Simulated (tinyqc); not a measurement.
Bulk transistor, scale length and short-channel effects: one step of the calculation.

A gate, an insulator of thickness ti and a depleted layer of depth ts on a conducting body. Below threshold the potential that source and drain add obeys Laplace's equation and vanishes on the gate and at the bottom of the depleted layer. Its lowest mode decays along the channel as exp(-k y); k is the smallest positive root of the matching condition at the interface, and the scale length is Lambda = pi/k.

Problem. Threshold shift, barrier position and swing. Along the channel psi(y) = s + a exp(y/l) + b exp(-y/l) with psi(0) = Vbi, psi(L) = Vbi + Vds and l = 1/k = Lambda/pi; with A = Vbi - s, B = A + Vds, x = exp(-L/l): a = (B - A x) x/(1 - x^2), b = (A - B x)/(1 - x^2). The minimum is s + 2 sqrt(a b), at y = (l/2) ln(b/a). The long-channel potential follows the gate as s = sT + (Vg - VTL)/m, and the threshold VT is the gate voltage at which the minimum equals sT. Swing = m Vt ln 10/g at threshold, g = d(minimum)/ds = 1 - (b x + a)/((1 + x) sqrt(a b)).

Parameters, values chosen for the exercise; permittivities: semiconductor made up, insulator close to that of silicon dioxide:
```
symbol,value,unit,meaning
T,250,K,temperature
L,37,nm,channel length
Vbi,0.92,V,potential of the source
sT,0.5,V,potential of the barrier top at threshold
VTL,0.46,V,long-channel threshold
m,1.54,,long-channel body factor
Vds,0.5,V,drain voltage
```

Constants: q = 1.602176634e-19 C, kB = 1.380649e-23 J/K, Vt = kB T/q. Results are converted to the units shown.

l = 7.1285309 nm

Find: s at threshold; a; b; position of the minimum; VT; swing.

Solution.

s at threshold = 0.3906 V
a = 0.005717 V
b = 0.5237 V
position of the minimum = 16.10 nm
VT = 0.2915 V
swing = 90.61 mV/decade

The threshold lies 169 mV below the long-channel value, and the barrier top sits at 0.44 L from the source.

Numbers from tinyqc (`OMP_NUM_THREADS=1 python tinyqc.py 2420080 2420081 out.jsonl`; about 0.01 s on one thread of a shared Intel Xeon 2.30GHz).
